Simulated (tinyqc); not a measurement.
## Well width and field from level and shift

Inverse problem. An infinitely deep well has E_1(0) = C (pi/L)^2/m1, C = hbar^2/(2 m0), and in a field F (potential zero at the centre of the well) the second-order term of the shift is -m1 F^2 L^4 (15 - pi^2)/(48 C pi^4); higher orders are set aside. Find L and F.

Values chosen for this exercise: mass m1 = 0.079 m0.

Constants: q = 1.602176634e-19 C, hbar = 1.054571817e-34 J s, m0 = 9.1093837015e-31 kg, hbar^2/(2 m0) = 0.0380998212 eV nm^2. Results are converted to the units shown.

E_1(0) = 0.11620790 eV
second-order shift of level 1 = -4.4125741 meV

Answer. The level gives L, and the shift then gives F^2.

L = 6.400 nm
F = 0.03400 V/nm

Numbers from tinyqc (`OMP_NUM_THREADS=1 python tinyqc.py 2580107 2580108 out.jsonl`; about 0.03 s on one thread of a shared Intel Xeon 2.30GHz).
